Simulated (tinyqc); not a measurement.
Free and trapped electrons in a MOS channel with a dense trap tail: one step of the calculation.

p-type body, charge-sheet picture, full ionisation (an idealisation for deep acceptors), Boltzmann statistics for free electrons. e = Ec - EF at the surface. Acceptor-like traps of density D(E) = D0 + De exp(-E/Ew) at depth E below Ec, from 0 to Eu, hold n_t = integral of D(E)/(1 + exp((e - E)/Vt)). psi = Eg - Vt ln(Nv/Na) - e; N_dep = sqrt(2 eps0 eps_r Na (psi - Vt)/q); n_f = sqrt(N_dep^2 + 2 eps0 eps_r Vt Nc exp(-e/Vt)/q) - N_dep; Vg = Vfb + psi + q (N_dep + n_t + n_f)/Cox, Cox = eps0 eox/tox.

Question. Charges and gate voltage. psi, N_dep, n_f and Vg as defined, with the n_t given; free share n_f/(n_f + n_t); apparent mobility mf n_f/(n_f + n_t); gate voltage spent on traps q n_t/Cox.

Parameters, values chosen for the exercise; band and dielectric values close to those of 4H silicon carbide:

| symbol | value | unit | meaning |
|---|---|---|---|
| T | 300 | K | temperature |
| Eg | 3.3 | eV | band gap |
| eps_r | 9.65 |  | relative permittivity |
| Nc | 1.71e19 | cm^-3 | conduction-band density of states at T |
| Nv | 2.51e19 | cm^-3 | valence-band density of states at T |
| eox | 3.9 |  | relative permittivity of the insulator |
| tox | 77 | nm | insulator thickness |
| Na | 5.1e16 | cm^-3 | acceptor density |
| Vfb | -1.98 | V | flat-band voltage without trapped charge |
| mf | 140 | cm^2/(V s) | mobility of free electrons |
| e | 0.075 | eV | Ec - EF at the surface |

Constants: q = 1.602176634e-19 C, kB = 1.380649e-23 J/K, Vt = kB T/q, eps0 = 8.8541878128e-14 F/cm where lengths are in cm. Results are converted to the units shown.

n_t = 4.4859440e11 cm^-2

Wanted: psi; N_dep; n_f; Vg; free share; apparent mobility; gate voltage spent on traps.

Answer.

psi = 3.0647 V
N_dep = 1.2857e12 cm^-2
n_f = 9.7112e10 cm^-2
Vg = 7.6277 V
free share = 17.796 %
apparent mobility = 24.914 cm^2/(V s)
gate voltage spent on traps = 1.6027 V

Numbers from tinyqc (`OMP_NUM_THREADS=1 python tinyqc.py 2222121 2222122 out.jsonl`; about 0.02 s on one thread of a shared Intel Xeon 2.30GHz).
